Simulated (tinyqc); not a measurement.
# MOSFET in saturation, small-signal circuit and noise: effects of single changes

Bias by the inversion coefficient IC = I/Ispec (charge-based model with velocity saturation; weak inversion below 0.1, strong above 10). Common-source circuit: gm, gds, Cgs, Cgd and Cj at the inner nodes, Rg in series with the gate; quasi-static, no source or drain resistance, no gate-body capacitance, no substrate network, no induced gate noise, so fmax is an upper estimate.

Inputs (values chosen for the exercise):
```
symbol,value,unit,meaning
T,300,K,temperature
L,28,nm,gate length
W,80,um,total gate width
Cox,1.64,uF/cm^2,gate capacitance
mu,140,cm^2/(V s),mobility
n,1.24,,slope factor
Ls,15,nm,velocity-saturation length
sg,0.082,,ratio gds/gm
Cov,0.45,fF/um,overlap and fringe capacitance per side
Cj,0.86,fF/um,drain junction capacitance
Rsh,20,ohm,sheet resistance of the gate
Wf,1,um,finger width
Rc,300,ohm um,gate contact and vertical resistance
IC,0.33,,inversion coefficient
gw,0.04,,short-channel excess of the noise factor
Nt,1.8e17,cm^-3 eV^-1,oxide trap density
lt,0.1,nm,tunnelling length into the oxide
ac,10000,V s/C,Coulomb scattering coefficient
```

Constants: q = 1.602176634e-19 C, kB = 1.380649e-23 J/K, Vt = kB T/q. Results are converted to the units shown.

Each table varies one quantity; the others keep the values above.

## Effect of the gate length on speed and noise

Ispec = 2 n mu Cox (W/L) Vt^2, lc = Ls/L, gms = [sqrt((lc IC + 1)^2 + 4 IC) - 1]/[2 + lc (lc IC + 1)], gm = gms Ispec/(n Vt), gds = sg gm. qs = [sqrt(1 + 4 IC) - 1]/2, Cgs = Cox W L qs (2 qs + 3)/(3 (qs + 1)^2) + Cov W, Cgd = Cov W, Cd = Cj W, Rg = Rsh (Wf/L)/(12 Nf) + Rc/W with Nf = W/Wf fingers (not rounded) contacted at both ends. fT = gm/(2 pi (Cgs + Cgd)), fmax = fT/(2 sqrt(Rg (gds + 2 pi fT Cgd))). Channel noise Sid = 4 kB T gam n gm with gam = (1/2 + (2/3) qs)/(1 + qs) + gw lc IC, qs = [sqrt(1 + 4 IC) - 1]/2, lc = Ls/L (the last term an empirical rise with velocity saturation); at the gate, white noise Sw = Sid/gm^2 + 4 kB T Rg. Number fluctuation with correlated mobility: S(f) = K/f, K = q^2 Vt lt Nt/(W L Cox^2) (1 + ac mu Cox I/gm)^2, Vt in eV with Nt per eV. Corner fc = K/Sw. IC is held fixed, and so is sg.

Effect of the gate length on speed and noise:

| L (nm) | I (uA) | Rg (ohm) | fT (GHz) | fmax (GHz) | sqrt(Sw) (nV/Hz^0.5) | fc (MHz) |
|---|---|---|---|---|---|---|
| 20 | 502.33 | 4.7917 | 23.249 | 67.541 | 1.0359 | 31.441 |
| 32 | 313.95 | 4.4010 | 14.593 | 55.671 | 1.2592 | 13.195 |
| 50 | 200.93 | 4.1667 | 9.0413 | 44.839 | 1.5393 | 5.6282 |
| 79 | 127.17 | 4.0137 | 5.3364 | 34.855 | 1.9087 | 2.3113 |
| 130 | 77.281 | 3.9103 | 2.8670 | 25.574 | 2.4273 | 0.86727 |
| 200 | 50.233 | 3.8542 | 1.6007 | 18.942 | 2.9972 | 0.36948 |
| 320 | 31.395 | 3.8151 | 0.80397 | 13.142 | 3.7796 | 0.14514 |
| 500 | 20.093 | 3.7917 | 0.39707 | 8.9270 | 4.7161 | 0.059648 |

Read the table: what changes, and by how much?

As L goes from 20 to 500 nm, fT falls from 23.2 to 0.397 GHz, fmax falls from 67.5 to 8.93 GHz, the white noise rises from 1.04 to 4.72 nV/Hz^0.5 and the corner falls from 31.4 to 0.0596 MHz. fT goes as L^(-0.99) between the first two rows and L^(-1.58) between the last two; with no overlap and no velocity saturation it would go as 1/L^2. For L = 50 to 500 nm fmax exceeds 4 fT, where channel resistance and substrate losses, left out here, would cap it.

## Effect of the inversion coefficient on speed and noise

Same model as above.

Corner fc = K/Sw. IC is held fixed.

The same in every row: Rg (ohm) = 4.494.

Effect of the inversion coefficient on speed and noise:

| IC | I (uA) | fT (GHz) | fmax (GHz) | sqrt(Sw) (nV/Hz^0.5) | fc (MHz) |
|---|---|---|---|---|---|
| 0.03 | 32.62 | 2.135 | 21.22 | 3.267 | 2.153 |
| 0.1 | 108.7 | 6.423 | 36.73 | 1.892 | 6.493 |
| 0.3 | 326.2 | 15.60 | 57.03 | 1.229 | 15.80 |
| 1 | 1087 | 34.54 | 84.42 | 0.8555 | 34.99 |
| 3 | 3262 | 59.65 | 110.5 | 0.6933 | 61.88 |
| 10 | 1.087e4 | 86.21 | 132.4 | 0.6465 | 106.6 |
| 30 | 3.262e4 | 99.25 | 141.8 | 0.7233 | 196.3 |

What does the table show?

As IC goes from 0.03 to 30, fT rises from 2.14 to 99.2 GHz, fmax rises from 21.2 to 142 GHz, the white noise goes from 3.27 through a minimum of 0.647 (at IC = 10 among the rows listed) to 0.723 nV/Hz^0.5 and the corner rises from 2.15 to 196 MHz. For IC = 0.03 to 0.1 fmax exceeds 4 fT, where channel resistance and substrate losses, left out here, would cap it.

## Effect of the overlap and fringe capacitance per side on speed and noise

Same model as above.

Corner fc = K/Sw. IC is held fixed.

The same in every row: I (uA) = 358.8; Rg (ohm) = 4.494; sqrt(Sw) (nV/Hz^0.5) = 1.189; fc (MHz) = 16.95.

Effect of the overlap and fringe capacitance per side on speed and noise:

| Cov (fF/um) | fT (GHz) | fmax (GHz) |
|---|---|---|
| 0.05 | 87.67 | 385.0 |
| 0.15 | 42.55 | 160.9 |
| 0.25 | 28.09 | 102.1 |
| 0.35 | 20.97 | 74.81 |
| 0.45 | 16.73 | 59.04 |
| 0.55 | 13.91 | 48.76 |
| 0.65 | 11.91 | 41.54 |

What does the comparison show?

As Cov goes from 0.05 to 0.65 fF/um, fT falls from 87.7 to 11.9 GHz, fmax falls from 385 to 41.5 GHz, the white noise stays at 1.19 nV/Hz^0.5 and the corner stays at 16.9 MHz. At Cov = 0.05 fF/um fmax exceeds 4 fT, where channel resistance and substrate losses, left out here, would cap it.

## Gains against frequency

Inner admittances at w = 2 pi f: y11 = i w (Cgs + Cgd), y12 = -i w Cgd, y21 = gm - i w Cgd, y22 = gds + i w (Cgd + Cd). Invert to Z, add Rg to Z11 and invert back to Y. |h21| = |Y21/Y11|; U = |Y21 - Y12|^2/(4 [Re Y11 Re Y22 - Re Y12 Re Y21]). MSG = |Y21/Y12|; stability factor k = [2 Re Y11 Re Y22 - Re(Y12 Y21)]/|Y12 Y21|.

The same in every row: f sqrt(U) (GHz) = 59.04.

Gains against frequency:

| f (GHz) | \|h21\| (dB) | U (dB) | MSG (dB) | k |
|---|---|---|---|---|
| 0.17 | 39.86 | 50.81 | 23.35 | 0.005522 |
| 0.31 | 34.64 | 45.60 | 20.74 | 0.01007 |
| 0.58 | 29.20 | 40.15 | 18.02 | 0.01884 |
| 1.1 | 23.64 | 34.60 | 15.24 | 0.03572 |
| 2 | 18.46 | 29.40 | 12.65 | 0.06487 |
| 3.8 | 12.92 | 23.83 | 9.878 | 0.1228 |
| 7.2 | 7.485 | 18.28 | 7.161 | 0.2295 |
| 13 | 2.701 | 13.14 | 4.769 | 0.3981 |

Over the table |h21| falls by 19.7 dB a decade, U by 20.0 and MSG by 9.86. The product f sqrt(U) stays at 59.0 GHz, against fmax = 59.0 GHz from the formula. k stays below one in all rows, so the device is only conditionally stable.

Computed by the program tinyqc: `OMP_NUM_THREADS=1 python tinyqc.py 2150002 2150003 out.jsonl`, one thread of a shared Intel Xeon 2.30GHz, about 0.01 s for the whole run.
